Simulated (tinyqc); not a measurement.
Worked calculation: Landau levels with Rashba coupling. Values are carried at full precision from step to step, so a last printed digit may differ when a step is redone from the rounded ones.

In a field B along z: l = 1/sqrt((e/hbar) B) is the magnetic length, n_B = B/(h/e) the number of states per area in one level, hbar wc = 2 muB B/m for mass m in m0; 1/angstrom^2 = 1e16/cm^2.

Constants: e/hbar = 1.519267448e-05 1/(T angstrom^2); h/e = 413566.7697 T angstrom^2; muB = 5.788381798e-05 eV/T; e^2/h = 3.874045865e-05 S.

Inputs chosen for the exercise (near those of an asymmetric GaAs well; shifted at random, so the results belong to these values and not to a real crystal): B = 4.2 T (magnetic field); n = 5.9 x 1e11/cm^2 (electron sheet density); m = 0.07 m0 (mass); gs = -0.44 (g factor); aR = 0.05 eV angstrom (Rashba constant).

## Scales set by the field

Give l, n_B and the filling factor nu = n/n_B.

l = 125.19 angstrom
n_B = 1.0156 x 1e11/cm^2
nu = 5.810

## The lowest levels

H = (p + eA)^2/2m + aR (sx ky - sy kx) + gs muB B sz/2. With d = 1/2 - gs m/4: E_0 = d hbar wc, and E(N, +/-) = hbar wc [N +/- sqrt(d^2 + 2 N aR^2/(l hbar wc)^2)] for N >= 1.

List the eight lowest, in meV, with the gap to the next.

Levels:
```
label  E (meV)  gap above (meV)
1-       3.375            0.152
0        3.527            6.750
2-      10.276            0.241
1+      10.518            6.661
3-      17.178            0.329
2+      17.508            6.573
4-      24.081            0.417
3+      24.498            6.487
```

The largest of these gaps, 6.75 meV, first occurs above level 0 and is kB T at 78 K.

## Where EF lies

Each listed level takes n_B electrons. At zero temperature and without broadening EF sits in the partly filled level.

Fill the listed levels in order up to nu; give the partly filled level, its energy and its filled share.

level: 2+

EF = 17.508 meV
filled share = 0.810

## Fields of the Hall plateaus

A plateau is centred where nu = n/n_B equals 1, 2, 3, 4, 5, 6; there rho_xy = h/(nu e^2).

Plateaus:
```
nu   B (T)  1/B (1/T)  rho_xy (kohm)
1   24.400     0.0410        25.8128
2   12.200     0.0820        12.9064
3    8.133     0.1229         8.6043
4    6.100     0.1639         6.4532
5    4.880     0.2049         5.1626
6    4.067     0.2459         4.3021
```

The order of the levels can change with B, but these counts hold wherever the levels are resolved.

## Checks

- Eight lowest levels from the matrix in 40 oscillator states against the formula, meV: they agree to 1e-10 or better.

Computed by tinyqc, a small Python program: `OMP_NUM_THREADS=1 python tinyqc.py 1250143 1250144 out.jsonl` (the numbers bound the seed that draws the inputs); one thread of a shared host (Intel(R) Xeon(R) Processor @ 2.30GHz), about 0.01 s for the whole set of steps.
